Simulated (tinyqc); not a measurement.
# Changing the NH4F added

Model: speciation in dilute and buffered hydrofluoric acid, oxide etch rate and bath loading. Computed by tinyqc, a small Python program. Command: `OMP_NUM_THREADS=1 python tinyqc.py 3120957 3120958 out.jsonl hfetch sweep`. One thread of a shared host (Intel(R) Xeon(R) Processor @ 2.30GHz), about 0.01 s of CPU time with the checks.

Concentrations stand for activities, NH4+ and Cl- are spectators, and water ionisation is neglected. H, F and HF2 denote the ions H+, F- and HF2-. The base temperature is 298 K.

Inputs (values chosen for the exercise, of the order of those for thermal oxide at room temperature):
```
quantity                            value            unit
HF added                             0.75           mol/L
HCl added                               0           mol/L
K1 = [H][F]/[HF]                 0.000643           mol/L
K2 = [HF2]/([HF][F])                 3.93           L/mol
K3 = [H2F2]/[HF]^2                      0           L/mol
rate constant of neutral HF k_a       9.4  nm L/(min mol)
rate constant of HF2 k_b               46  nm L/(min mol)
activation energy                    0.41              eV
temperature error                     2.5               K
oxide removed per wafer               6.3              nm
```

Constants: k_B = 8.617333262e-05 eV/K.

Method:
- Fluoride balance: [HF] + [F] + 2 [HF2] + 2 [H2F2] = HF added + NH4F added. Acid balance: [H] + [HF] + [HF2] + 2 [H2F2] = HF added + HCl added. For a trial [H], [HF] = [H][F]/K1, and the fluoride balance is a quadratic in [F].
- The root is refined to 1e-13 in pH = -log10 [H].
- Rate = k_a ([HF] + 2 [H2F2]) + k_b [HF2], an empirical two-term form.
- Time = oxide/rate; a temperature error changes the rate by exp((E_a/k_B)(1/298 - 1/(298 + error))) - 1.

One run for each value:
```
NH4F added (mol/L)  etch rate (nm/min)      pH  [HF2] (mol/L)  [HF] (mol/L)
0.025                            8.225  1.5300        0.03968       0.68080
0.051                            8.780  1.6616        0.05287       0.67533
0.100                            9.912  1.8764        0.08160       0.65511
0.210                           12.524  2.2304        0.15107       0.59305
0.430                           17.274  2.7036        0.27987       0.46816
0.880                           24.061  3.3561        0.46489       0.28467
1.800                           29.638  4.1417        0.61717       0.13276
3.700                           32.359  4.9031        0.69150       0.05849
7.500                           33.507  5.5892        0.72286       0.02714
```

Over the rows, etch rate (nm/min) rises from 8.22 to 33.5 (exponent d ln y / d ln x 0.092 between the first rows and 0.049 between the last); pH rises from 1.53 to 5.59; [HF2] (mol/L) rises from 0.0397 to 0.723 (exponent d ln y / d ln x 0.40 between the first rows and 0.063 between the last).

Caution (rows 0.430, 0.880, 1.80, 3.70, 7.50): at ionic strengths above about 0.5 mol/L activities differ much from concentrations, so pH and rates are only indicative.
